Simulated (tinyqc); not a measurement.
# Surface potential of a MOS transistor: implicit equation and explicit approximations: what changes with what

p-type body, charge-sheet picture, depletion and inversion only, full ionisation (an idealisation for deep acceptors), Boltzmann statistics (rough once Na exp(x - xn) passes about Nc/7). In units of Vt: xg = (Vg - Vfb)/Vt, x = psi/Vt, G = gamma/sqrt(Vt), xn = (2 phiF + Vc)/Vt. The implicit equation is (xg - x)^2 = G^2 [x - 1 + exp(x - xn)] for x above about 3. Cox = eps0 eox/tox.

Values chosen for this exercise; band and dielectric values those of a made-up semiconductor: temperature T = 300 K; band gap Eg = 1.2 eV; relative permittivity eps_r = 11.7; conduction-band density of states at T Nc = 3.45e19 cm^-3; valence-band density of states at T Nv = 3.03e19 cm^-3; relative permittivity of the gate insulator (close to silicon dioxide) eox = 3.9; insulator thickness tox = 1.9 nm; acceptor density Na = 4.3e17 cm^-3; flat-band voltage Vfb = -0.35 V; channel-body voltage Vc = 0 V; gate-body voltage Vg = 0.95 V.

Constants: q = 1.602176634e-19 C, kB = 1.380649e-23 J/K, Vt = kB T/q, eps0 = 8.8541878128e-14 F/cm where lengths are in cm. Results are converted to the units shown.

Each table varies one quantity; the others keep the values above.

## Accuracy of the approximations against gate voltage

ni = sqrt(Nc Nv) exp(-Eg/(2 Vt)), Eg in volts; phiF = Vt ln(Na/ni); gamma = sqrt(2 q eps0 eps_r Na)/Cox; VT = Vfb + Vt (xn + G sqrt(xn - 1)). Depletion value a = 1 + [sqrt(G^2/4 + xg - 1) - G/2]^2; inversion value b = xn + ln[(xg - xn)^2/G^2 - xn + 1] and first guess y = min(a, b) - ln(1 + exp(-|a - b|)) if a > xn + 1, else b = y = a; one second-order correction with D = exp(y - xn), p = 2 (xg - y) + G^2 (1 + D), w = (xg - y)^2 - G^2 (y - 1 + D): z = y + 2 w/(p + sqrt(p^2 - 2 (2 - G^2 D) w)), or the Newton step z = y + w/p where the root is not real. N_inv = (Cox Vt G/q) [sqrt(x - 1 + exp(x - xn)) - sqrt(x - 1)] at the root. Lambert form (Cox m Vt/q) W0[(G/(2 m sqrt(xn - 1))) exp((Vg - VT)/(m Vt))], m = 1 + G/(2 sqrt(xn - 1)). Errors under 1e-4 mV, and the linear form below VT, are printed as 0.

Accuracy of the approximations against gate voltage:
```
Vg (V),psi (V),x - xn,error of y (mV),error of z (mV),N_inv (cm^-2),Cox (Vg - VT)/q (cm^-2),Lambert form (cm^-2)
0.43,0.6198,-13.80,0,0,4.003e4,0,2.708e4
0.63,0.7974,-6.933,2.67e-3,0,3.383e7,0,2.943e7
0.83,0.9749,-0.06648,2.32,-2.72e-4,2.909e10,7.518e9,2.924e10
1.03,1.074,3.767,21.5,5.95,1.057e12,2.276e12,1.116e12
1.23,1.108,5.063,15.6,-1.87,2.907e12,4.545e12,3.058e12
1.43,1.127,5.825,12.1,-0.683,4.930e12,6.814e12,5.157e12
1.63,1.141,6.374,10.0,-0.352,7.022e12,9.082e12,7.312e12
1.83,1.153,6.804,8.65,-0.212,9.152e12,1.135e13,9.496e12
2.03,1.162,7.158,7.64,-0.140,1.131e13,1.362e13,1.170e13
```

psi rises from 0.620 to 1.16 V and ends 7.2 Vt above 2 phiF + Vc. Among the rows the first guess is off by at most 22 mV (at Vg = 1.03 V) and the corrected value by at most 6.0 mV. In the last row the linear form is 20 % above N_inv and the Lambert form 3.5 % above it; in the first row the Lambert form is 32 % below it. For Vg = 1.03, 1.23, 1.43, 1.63, 1.83, 2.03 the electron quasi-Fermi level lies less than 2 Vt below the band edge at the surface, or above it, where degeneracy and confinement, left out, matter.

## Effect of the acceptor density at fixed gate voltage

Same model as above.

Vfb is held fixed.

Effect of the acceptor density at fixed gate voltage:
```
Na (cm^-3),psi (V),x - xn,error of y (mV),error of z (mV),N_inv (cm^-2),Cox (Vg - VT)/q (cm^-2),Lambert form (cm^-2)
1.4e16,1.001,7.792,26.9,9.57,2.972e12,5.302e12,3.415e12
3.1e16,1.018,6.856,25.9,8.89,2.569e12,4.639e12,2.896e12
6.9e16,1.034,5.875,25.1,8.30,2.070e12,3.867e12,2.287e12
1.5e17,1.047,4.827,24.7,7.88,1.463e12,2.967e12,1.586e12
3.3e17,1.052,3.460,21.4,5.55,7.158e11,1.824e12,7.598e11
7.2e17,1.024,0.7905,-0.277,0,8.583e10,3.490e11,8.747e10
1.6e18,0.9206,-4.794,0.0374,0,5.146e8,0,4.701e8
3.4e18,0.7893,-11.38,0,0,1.117e6,0,7.729e5
```

What does the table show?

As Na goes from 1.4e16 to 3.4e18, psi goes from 1.00 through a maximum of 1.05 (at Na = 3.3e17 among the rows listed) to 0.789 V, x - xn falls from 7.79 to -11.4 and N_inv falls from 2.97e12 to 1.12e6 cm^-2. The Lambert form lies between 0.692 and 1.15 times N_inv. For Na = 1.4e16, 3.1e16, 6.9e16, 1.5e17, 3.3e17 the electron quasi-Fermi level lies less than 2 Vt below the band edge at the surface, or above it, where degeneracy and confinement, left out, matter.

tinyqc, about 0.01 s, one thread, Intel Xeon 2.30GHz (shared host): `OMP_NUM_THREADS=1 python tinyqc.py 2122019 2122020 out.jsonl`
